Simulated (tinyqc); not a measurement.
## Trap depth and cross-section from two peaks

Problem. A DLTS peak lies where ew = sn g T^2 exp(-Et/kB T), g = vth Nc/(300 K)^2. Find Et and sn.

Inputs (values chosen for the exercise):
```
symbol,value,unit,meaning
Nc,5.81e17,cm^-3,conduction-band density of states at 300 K
vth,4.2e7,cm/s,thermal velocity at 300 K
```

Constants: q = 1.602176634e-19 C, kB = 1.380649e-23 J/K. Results are converted to the units shown.

peak temperatures for ew = 10 and 1000 1/s (K): [204.06799, 257.64626]

Solution. The slope of ln(ew/T^2) against q/kB T is -Et, and the intercept is ln(sn g).

Et = 0.3500 eV
sn = 3.900e-16 cm^2

Numbers from tinyqc (`OMP_NUM_THREADS=1 python tinyqc.py 2050133 2050134 out.jsonl`; about 0.01 s on one thread of a shared Intel Xeon 2.30GHz).
